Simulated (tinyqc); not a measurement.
Straight dislocations in isotropic elasticity: fields, energies, partials, Peierls stress and walls: one step, computed by the program tinyqc. Command: `OMP_NUM_THREADS=1 python tinyqc.py 3025424 3025425 out.jsonl disloc walk`. One thread of a shared host (Intel(R) Xeon(R) Processor @ 2.30GHz), about 0.01 s of CPU time with the checks.

The line runs along z, the glide plane is y = 0, and beta is the angle between b and the line (0 screw, 90 degrees edge): b_e = b sin(beta) along +x with the extra half plane at y > 0, b_s = b cos(beta). Stress is positive in tension.

Question. Low-angle tilt boundary. A symmetric tilt wall of edge dislocations has the spacing h = b/(2 sin(theta/2)); Read-Shockley: gamma_b = E0 theta (A - ln theta), E0 = G b/(4 pi (1 - nu)), A = 1 + ln(b/(2 pi r0)), theta in radians.

Inputs (values chosen for the exercise, modelled on GaAs):
```
quantity          value      unit
shear modulus G    47.5       GPa
Poisson ratio nu  0.226         -
Burgers vector b      4  angstrom
core radius r0/b      2         -
tilt angle theta    4.4   degrees
```

Give: spacing h; boundary energy; angle of the maximum, exp(A - 1).

Answer.

spacing h = 5.210 nm

boundary energy = 155.4 mJ/m^2

angle of the maximum, exp(A - 1) = 4.559 degrees

Caution: towards the maximum of the Read-Shockley curve the spacing is no longer large against the core size, so the formula is only rough.
